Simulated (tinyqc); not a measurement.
Starting guesses with plain Roothaan steps: SCF starting guesses in the sto-3g basis, for BeH, spin multiplicity 2. Computed by the program tinyqc with PySCF. 

Geometry (angstrom):

| atom | x | y | z |
|---|---|---|---|
| Be | 0.0000 | 0.0000 | 0.0000 |
| H | 0.0000 | 0.0000 | 2.0270 |

lowest solution found by these runs and by PySCF with stability checks = -14.850749 hartree

UHF with one setting changed at a time; a run stops when the energy changes by less than 1e-09 hartree and the error matrix is below 1e-5. Starts: the lowest orbitals of the core Hamiltonian, of the Wolfsberg-Helmholz matrix (K = 1.75), projected atomic densities, random orbitals, and the highest orbitals of the core Hamiltonian (a deliberately bad start).

Largest element of the error matrix X^T (FDS - SDF) X:

| iteration | core | Wolfsberg-Helmholz | atomic densities | random | highest core orbitals |
|---|---|---|---|---|---|
| 1 | 1.8e-01 | 1.5e-01 | 6.5e-02 | 1.9e+00 | 2.3e-02 |
| 2 | 3.7e-02 | 4.7e-02 | 4.8e-02 | 2.1e-01 | 2.0e-01 |
| 3 | 1.4e-02 | 3.6e-02 | 3.1e-02 | 3.4e-02 | 1.4e-01 |
| 4 | 1.5e-02 | 3.6e-02 | 2.1e-02 | 1.8e-02 | 6.9e-02 |
| 5 | 1.6e-02 | 3.8e-02 | 1.4e-02 | 1.6e-02 | 4.1e-02 |
| 6 | 1.6e-02 | 3.7e-02 | 9.5e-03 | 1.5e-02 | 3.9e-02 |
| 8 | 1.5e-02 | 2.3e-02 | 4.1e-03 | 1.3e-02 | 2.6e-02 |
| 10 | 1.2e-02 | 9.4e-03 | 1.8e-03 | 8.9e-03 | 1.1e-02 |
| 14 | 5.5e-03 | 1.3e-03 | 3.2e-04 | 3.4e-03 | 1.4e-03 |
| 20 | 1.1e-03 | 1.1e-04 | 4.4e-05 | 6.0e-04 | 1.2e-04 |
| 30 | 5.4e-05 | - | - | 3.6e-05 | - |

How each run ends:

| run | iterations | E (hartree) | state |
|---|---|---|---|
| core | 37 | -14.85075 | lowest found |
| Wolfsberg-Helmholz | 26 | -14.77210 | higher |
| atomic densities | 26 | -14.85075 | lowest found |
| random | 41 | -14.85075 | lowest found |
| highest core orbitals | 26 | -14.77210 | higher |

3 of 5 runs reach the lowest solution found, in 26 to 41 iterations (fastest: atomic densities). Ending on a higher stationary point: Wolfsberg-Helmholz, highest core orbitals; a small error matrix cannot reveal that, and an occupation fixed by the start is kept by symmetry or by the shape of the basin. The first errors are 2e-01, 1e-01, 7e-02, 2e+00, 2e-02; the deliberately bad start has the smallest one, so a small first error does not mark a good start.
